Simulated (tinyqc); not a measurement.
# p-n diode with diffusion and depletion-layer recombination: what changes with what

Abrupt junction in the depletion approximation, low injection, full ionisation, neutral widths fixed, ohmic contact on the p side. Vj is the junction voltage; where a series resistance Rs is given, V = Vj + J Rs is the terminal voltage.

Inputs (values chosen for the exercise); band and dielectric values close to those of silicon: temperature T = 273 K; band gap Eg = 1.13 eV; relative permittivity eps_r = 11.7; conduction-band density of states at T Nc = 2.4e19 cm^-3; valence-band density of states at T Nv = 2.27e19 cm^-3; acceptor density Na = 2.4e16 cm^-3; donor density Nd = 1.4e16 cm^-3; electron mobility in the p side mun = 1000 cm^2/(V s); hole mobility in the n side mup = 420 cm^2/(V s); electron lifetime tn = 1e-9 s; hole lifetime tp = 2e-9 s; neutral width of the p side wp = 3.2 um; neutral width of the n side wn = 140 um; recombination velocity at the n contact Sp = 1e7 cm/s; series resistance Rs = 0.0012 ohm cm^2; trap level above the intrinsic level Et = 0 eV; junction voltage at which recombination is evaluated Vj = 0.34 V.

Constants: q = 1.602176634e-19 C, kB = 1.380649e-23 J/K, Vt = kB T/q, eps0 = 8.8541878128e-14 F/cm where lengths are in cm. Results are converted to the units shown.

Each table varies one quantity; the others keep the values above.

## Currents and ideality against junction voltage

ni = sqrt(Nc Nv) exp(-Eg/(2 Vt)), Eg in volts; D = mu Vt; Ln = sqrt(Dn tn), Lp = sqrt(Dp tp); J0n = q ni^2 Dn coth(wp/Ln)/(Ln Na); J0p = (q ni^2 Dp/(Lp Nd)) (s + tanh(wn/Lp))/(1 + s tanh(wn/Lp)), s = Sp Lp/Dp. J_diff = (J0n + J0p)(exp(Vj/Vt) - 1). Vbi = Vt ln(Na Nd/ni^2), W = sqrt(2 eps0 eps_r (Vbi - Vj)(1/Na + 1/Nd)/q), xp = W Nd/(Na + Nd), xn = W Na/(Na + Nd); u(x) = q Na (x + xp)^2/(2 eps0 eps_r) for x < 0 and Vbi - Vj - q Nd (xn - x)^2/(2 eps0 eps_r) for x > 0; p = Na exp(-u/Vt), n = Nd exp((u - Vbi + Vj)/Vt); U = ni^2 (exp(Vj/Vt) - 1)/(tp (n + ni exp(Et/Vt)) + tn (p + ni exp(-Et/Vt))); J_scr = q times the integral of U from -xp to xn. J = J_diff + J_scr. Ideality = (1/Vt) dVj/d ln J or (1/Vt) dV/d ln J; last column ni^2 exp(Vj/Vt)/N^2.

Currents and ideality against junction voltage:
```
Vj (V),J_diff (A/cm^2),J_scr (A/cm^2),J (A/cm^2),V (V),ideality against Vj,ideality against V,"minority/doping, lighter side"
0.2,6.875e-9,7.067e-6,7.074e-6,0.2000,1.901,1.901,1.886e-11
0.26,8.810e-8,2.694e-5,2.703e-5,0.2600,1.901,1.901,2.416e-10
0.31,7.380e-7,8.229e-5,8.303e-5,0.3100,1.884,1.884,2.024e-9
0.37,9.455e-6,3.169e-4,3.263e-4,0.3700,1.836,1.836,2.593e-8
0.43,1.212e-4,0.001237,0.001358,0.4300,1.727,1.727,3.323e-7
0.48,0.001015,0.003911,0.004926,0.4800,1.564,1.564,2.783e-6
0.54,0.01300,0.01602,0.02903,0.5400,1.320,1.321,3.566e-5
0.6,0.1666,0.06873,0.2353,0.6003,1.139,1.151,4.569e-4
0.65,1.395,0.2414,1.637,0.6520,1.063,1.146,0.003827
```

The ideality against Vj falls from 1.90 to 1.06. Diffusion overtakes recombination in the layer between Vj = 0.54 and 0.6 V. J_scr alone has an ideality of 1.91 between the first two rows and 1.69 between the last two.

## Effect of the donor density

Same model as above.

J = J_diff + J_scr.

The same in every row: J0n (A/cm^2) = 7.930e-13; wn/Lp = 99.59.

Effect of the donor density:
```
Nd (cm^-3),J0p (A/cm^2),J_diff (A/cm^2),J_scr (A/cm^2),J_scr/J (%)
1e15,8.457e-12,1.749e-5,7.109e-4,97.60
4.1e15,2.063e-12,5.399e-6,3.181e-4,98.33
1.7e16,4.975e-13,2.440e-6,1.462e-4,98.36
6.9e16,1.226e-13,1.731e-6,1.234e-4,98.62
2.8e17,3.020e-14,1.557e-6,1.234e-4,98.75
1.2e18,7.047e-15,1.513e-6,1.234e-4,98.79
4.8e18,1.762e-15,1.503e-6,1.234e-4,98.80
```

As Nd goes from 1e15 to 4.8e18, J0p falls from 8.46e-12 to 1.76e-15 A/cm^2, J_scr falls from 7.11e-4 to 1.23e-4 A/cm^2 and its share rises from 97.6 to 98.8 %. J0p goes as Nd^(-1.00) at the start and Nd^(-1.00) at the end.

Program tinyqc, `OMP_NUM_THREADS=1 python tinyqc.py 2260146 2260147 out.jsonl`; Intel Xeon 2.30GHz, shared host, one thread, about 0.01 s.
